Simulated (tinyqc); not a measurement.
# MOS inversion layer, Poisson-Schroedinger loop: effect of the sheet density of depletion charge

Electrons confined at an insulator interface at z = 0, treated as a hard wall; parabolic valleys, Hartree approximation, no image or exchange terms. The depletion charge lies far deeper than the electrons and gives a uniform field q Nd/(eps0 eps_r); the gate balances all charge. Energies are counted from the band edge at the interface.

Schroedinger equation -(C/mz) psi'' + (V0 + U + dE for set B) psi = E psi, C = hbar^2/(2 m0), psi(0) = 0, on a uniform mesh of 800 nodes with a far wall at 110 nm, 8 levels a set; V0 = q Nd z/(eps0 eps_r); dU/dz = q (Ns - integral of n from 0 to z)/(eps0 eps_r), U(0) = 0; N_k = g md m0 q Vt/(pi hbar^2) ln(1 + exp((EF - E_k)/Vt)), g the number of valleys of the set, sum N_k = Ns. Triangular well: E_k = a_k (C F^2/mz)^(1/3), a_1 = 2.338107, a_2 = 4.087949, C = hbar^2/(2 m0), F in eV/nm. Fang-Howard (all electrons in the lowest level of set A): b^3 = 6 (mz1/C) q (Nd + 11 Ns/32)/(eps0 eps_r), centroid 3/b, level C b^2/(4 mz1) + (3/b) q (Nd + 11 Ns/16)/(eps0 eps_r). The centroid adds 3.9 z_av/eps_r to an oxide-equivalent thickness.

Values chosen for this exercise; masses and permittivity close to those of germanium (111):

| symbol | value | unit | meaning |
|---|---|---|---|
| T | 400 | K | temperature |
| eps_r | 16.2 |  | relative permittivity |
| mz1 | 1.6 | m0 | mass along z of valley set A (1 valley(s)) |
| md1 | 0.0808 | m0 | in-plane density-of-states mass of set A |
| mz2 | 0.0929 | m0 | mass along z of valley set B (3 valley(s)) |
| md2 | 0.336 | m0 | in-plane density-of-states mass of set B |
| Ns | 1.7e12 | cm^-2 | sheet density of electrons |
| dE | 0.07 | eV | extra shift of set B (strain) |

Constants: q = 1.602176634e-19 C, kB = 1.380649e-23 J/K, hbar = 1.054571817e-34 J s, m0 = 9.1093837015e-31 kg, Vt = kB T/q, eps0 = 8.8541878128e-14 F/cm where lengths are in cm, hbar^2/(2 m0) = 0.0380998212 eV nm^2. Results are converted to the units shown.

Effect of the sheet density of depletion charge:
```
Nd (cm^-2),A1 (meV),B1 (meV),EF (meV),share of A1 (%),share of set A (%),centroid z_av (nm),added oxide equivalent (nm),Fang-Howard centroid (nm)
1e11,46.4,169,26.0,30.1,74.9,7.05,1.70,2.41
1.7e11,47.6,171,29.1,31.5,76.6,6.20,1.49,2.33
3.1e11,50.0,177,34.9,34.1,79.2,5.16,1.24,2.21
5.3e11,53.6,186,43.3,38.0,81.9,4.24,1.02,2.05
9.4e11,60.2,203,57.1,44.5,85.4,3.32,0.800,1.85
1.6e12,70.2,229,76.0,53.4,89.2,2.55,0.614,1.64
2.9e12,88.4,277,106,66.7,94.0,1.83,0.441,1.40
5e12,115,347,142,80.0,97.8,1.35,0.324,1.20
```

Read the table: what changes, and by how much?

As Nd goes from 1e11 to 5e12, A1 rises from 46.4 to 115 meV, the share of A1 rises from 30.1 to 80.0 % and the centroid falls from 7.05 to 1.35 nm. A1 goes as Nd^(0.48) between the last two rows (a triangular well in the field of that charge alone gives 2/3). EF lies more than 2 meV above A1 for Nd = 1.6e12, 2.9e12, 5e12. The Fang-Howard centroid is 66 % below the full one in the first row, where A1 holds 30.1 %, and 11 % below it in the last, where A1 holds 80.0 %. For Nd = 1e11, 1.7e11, 3.1e11, 5.3e11, 9.4e11 the eighth level of a set still holds over 0.4 % of the electrons, so more levels and a farther wall would raise the centroid.

tinyqc, about 1 s, one thread, Intel Xeon 2.30GHz (shared host): `OMP_NUM_THREADS=1 python tinyqc.py 2160168 2160169 out.jsonl`
